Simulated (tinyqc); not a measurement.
Worked calculation: tight binding, honeycomb lattice. One step of it, computed by the program tinyqc.

Problem. Levels at k. Diagonalise the Hermitian matrix.

H(k) at k (eV):
```
                     A                    B
A             0.070000  -0.217638-1.831040i
B  -0.217638+1.831040i            -0.070000
```

Give: eigenvalues; weights |c|^2 of the basis functions.

Solution.

eigenvalues (eV): -1.845  1.845

weights |c|^2 of the basis functions:
```
   band 1  band 2
A   0.481   0.519
B   0.519   0.481
```
